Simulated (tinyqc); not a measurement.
Inside a calculation. Model: MOSFET in saturation, small-signal circuit and noise.

Program tinyqc, `OMP_NUM_THREADS=1 python tinyqc.py 2150128 2150129 out.jsonl`; Intel Xeon 2.30GHz, shared host, one thread, about 0.01 s. Printed values are rounded.

Bias by the inversion coefficient IC = I/Ispec (charge-based model with velocity saturation; weak inversion below 0.1, strong above 10). Common-source circuit: gm, gds, Cgs, Cgd and Cj at the inner nodes, Rg in series with the gate; quasi-static, no source or drain resistance, no gate-body capacitance, no substrate network, no induced gate noise, so fmax is an upper estimate.

Values chosen for this exercise:
```
symbol   value         unit                                   meaning
T          300            K                               temperature
L           28           nm                               gate length
W           20           um                          total gate width
Cox       1.96      uF/cm^2                          gate capacitance
mu         290   cm^2/(V s)                                  mobility
n         1.26                                           slope factor
Ls          15           nm                velocity-saturation length
sg        0.15                                           ratio gds/gm
Cov       0.36        fF/um   overlap and fringe capacitance per side
Cj        0.56        fF/um                drain junction capacitance
Rsh         20          ohm              sheet resistance of the gate
Wf         0.5           um                              finger width
Rc         200       ohm um      gate contact and vertical resistance
IC        0.28                                  inversion coefficient
gw        0.13               short-channel excess of the noise factor
Nt      1.3e17  cm^-3 eV^-1                        oxide trap density
lt         0.1           nm          tunnelling length into the oxide
ac           0        V s/C            Coulomb scattering coefficient
f            5          GHz                          signal frequency
```

Constants: q = 1.602176634e-19 C, kB = 1.380649e-23 J/K, Vt = kB T/q. Results are converted to the units shown.

## Current, transconductance and gain

Ispec = 2 n mu Cox (W/L) Vt^2, lc = Ls/L, gms = [sqrt((lc IC + 1)^2 + 4 IC) - 1]/[2 + lc (lc IC + 1)], gm = gms Ispec/(n Vt), gds = sg gm.

Ispec = 683.7776 uA
I = 191.4577 uA
gms = 0.2151508
gm = 4.516408 mS
gds = 0.6774613 mS
gm/I = 23.58959 1/V

gm/I is 76.8 % of its weak-inversion limit 1/(n Vt); without velocity saturation (lc = 0) gms would be 0.228.

## Capacitances, gate resistance and cut-off frequencies

qs = [sqrt(1 + 4 IC) - 1]/2, Cgs = Cox W L qs (2 qs + 3)/(3 (qs + 1)^2) + Cov W, Cgd = Cov W, Cd = Cj W, Rg = Rsh (Wf/L)/(12 Nf) + Rc/W with Nf = W/Wf fingers (not rounded) contacted at both ends. fT = gm/(2 pi (Cgs + Cgd)), fmax = fT/(2 sqrt(Rg (gds + 2 pi fT Cgd))).

Cgs = 9.111836 fF
Cgd = 7.2 fF
Cd = 11.2 fF
Rg = 10.74405 ohm
fT = 44.06670 GHz
fmax = 130.0649 GHz

Overlap and fringe make up 88.3 % of the gate capacitance; fmax is 2.95 times fT.

## Admittance matrix

Inner admittances at w = 2 pi f: y11 = i w (Cgs + Cgd), y12 = -i w Cgd, y21 = gm - i w Cgd, y22 = gds + i w (Cgd + Cd). Invert to Z, add Rg to Z11 and invert back to Y.

inner y (mS):
```
                    1                   2
1  0.000000+0.512451i  0.000000-0.226195i
2  4.516408-0.226195i  0.677461+0.578053i
```

Y with Rg (mS):
```
                    1                    2
1  0.002821+0.512436i  -0.001245-0.226188i
2  4.515026-0.251054i   0.678071+0.589026i
```

## Current gain and unilateral power gain

|h21| = |Y21/Y11|; U = |Y21 - Y12|^2/(4 [Re Y11 Re Y22 - Re Y12 Re Y21]). Extrapolated at 20 dB a decade: f |h21| and f sqrt(U).

|h21| = 8.824386
U = 676.6756
f |h21| = 44.12193 GHz
f sqrt(U) = 130.0649 GHz

f |h21| is 0.13 % above the formula for fT, and f sqrt(U) within 0.01 % of that for fmax.

## Noise at the gate

Channel noise Sid = 4 kB T gam n gm with gam = (1/2 + (2/3) qs)/(1 + qs) + gw lc IC, qs = [sqrt(1 + 4 IC) - 1]/2, lc = Ls/L (the last term an empirical rise with velocity saturation); at the gate, white noise Sw = Sid/gm^2 + 4 kB T Rg. Number fluctuation with correlated mobility: S(f) = K/f, K = q^2 Vt lt Nt/(W L Cox^2) (1 + ac mu Cox I/gm)^2, Vt in eV with Nt per eV. Corner fc = K/Sw. Full shot noise would be 2 q I.

gam = 0.5504458
Sid = 5.189708e-23 A^2/Hz
Sid/(2 q I) = 0.8459206
sqrt(Sw) = 1.649920 nV/Hz^0.5
K = 4.010127e-11 V^2
fc = 14.73101 MHz

The gate resistance gives 6.5 % of the white noise power.
